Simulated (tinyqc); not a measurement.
# Small-signal admittance of a forward-biased p+-n diode: two studies

Holes injected into a neutral base of width wb with an ohmic contact at its end; low injection, p0 far above the equilibrium density. A small voltage v exp(i w t), w = 2 pi f, modulates the edge density by p0 v/Vt, and the small-signal density obeys Dp d2p/dx2 = (1/tau + i w) p.

Parameters, values chosen for the exercise; permittivity close to that of 4H silicon carbide: temperature T = 300 K; relative permittivity eps_r = 9.7; donor density of the base Nd = 1.5e15 cm^-3; hole diffusion coefficient Dp = 2.7 cm^2/s; hole lifetime tau = 2e-7 s; width of the neutral base wb = 13 um; excess hole density at the junction edge p0 = 2.2e11 cm^-3; acceptor density of the p+ side Na = 2e18 cm^-3; series resistance Rs = 0.005 ohm cm^2; signal frequency f = 1.8e6 Hz.

Constants: q = 1.602176634e-19 C, kB = 1.380649e-23 J/K, Vt = kB T/q, eps0 = 8.8541878128e-14 F/cm where lengths are in cm. Results are converted to the units shown.

Each table varies one quantity; the others keep the values above.

## Admittance against frequency

L = sqrt(Dp tau); direct current J = (q Dp p0/L) coth(wb/L); k = sqrt(1 + i w tau)/L; diffusion admittance Y = (q Dp p0/Vt) k coth(k wb) = G + i w C_diff; junction capacitance C_j = sqrt(q eps0 eps_r Nd/(2 Vr)) in the depletion approximation, with the remaining barrier Vr = Vt ln(Na/p0), a rough value under forward bias; base-width modulation is left out. Measured admittance 1/[Rs + 1/(Y + i w C_j)].

The same in every row: C_j (uF/cm^2) = 0.01578.

Admittance against frequency:
```
f (Hz)     w tau  G (S/cm^2)  C_diff (uF/cm^2)  measured G (S/cm^2)  measured C (uF/cm^2)  phase of the measured Y (degrees)
3000    0.003770    0.005310          4.217e-4             0.005309               0.01621                              3.293
10000    0.01257    0.005310          4.217e-4             0.005309               0.01621                              10.86
50000    0.06283    0.005311          4.216e-4             0.005311               0.01621                              43.79
2e5       0.2513    0.005328          4.209e-4             0.005330               0.01620                              75.33
8e5        1.005    0.005587          4.097e-4             0.005619               0.01619                              86.05
3e6        3.770    0.007772          3.219e-4             0.008232               0.01611                              88.45
1e7        12.57     0.01307          1.920e-4              0.01810               0.01597                              88.97
6e7        75.40     0.03096          8.105e-5               0.2096               0.01585                              87.99
2e8        251.3     0.05627          4.460e-5                2.014               0.01567                              84.16
```

G starts at J/Vt = 0.00531 S/cm^2 and C_diff at (J tau/(2 Vt))(1 - 2 x/sinh 2x) = 4.22e-4 uF/cm^2, x = wb/L = 1.77. Between the last two rows G goes as f^(0.50) and C_diff as f^(-0.50); the limits are 1/2 and -1/2, reached when the signal penetrates only sqrt(Dp/w). The measured C is within 0.01 % of C_diff + C_j in the first row and 1.0 % below it in the last, the difference being due to Rs.

## Effect of the hole lifetime

Same model as above.

The same in every row: C_j (uF/cm^2) = 0.01578.

Effect of the hole lifetime:
```
tau (s)    w tau  G (S/cm^2)  C_diff (uF/cm^2)  measured G (S/cm^2)  measured C (uF/cm^2)  phase of the measured Y (degrees)
2e-9     0.02262     0.05010          5.009e-5              0.05025               0.01583                              74.32
9e-9      0.1018     0.02365          1.061e-4              0.02380               0.01589                              82.45
4e-8      0.4524     0.01147          2.181e-4              0.01164               0.01600                              86.32
2e-7       2.262    0.006487          3.719e-4             0.006654               0.01616                              87.91
9e-7       10.18    0.005323          4.410e-4             0.005491               0.01622                              88.29
4e-6       45.24    0.005064          4.599e-4             0.005233               0.01624                              88.37
2e-5       226.2    0.005005          4.645e-4             0.005173               0.01625                              88.39
```

What does the comparison show?

As tau goes from 2e-9 to 2e-5, G falls from 0.0501 to 0.00500 S/cm^2, C_diff rises from 5.01e-5 to 4.65e-4 uF/cm^2 and the measured C rises from 0.0158 to 0.0162 uF/cm^2. C_diff stays below C_j.

Numbers from tinyqc (`OMP_NUM_THREADS=1 python tinyqc.py 2890145 2890146 out.jsonl`; about 0.01 s on one thread of a shared Intel Xeon 2.30GHz).
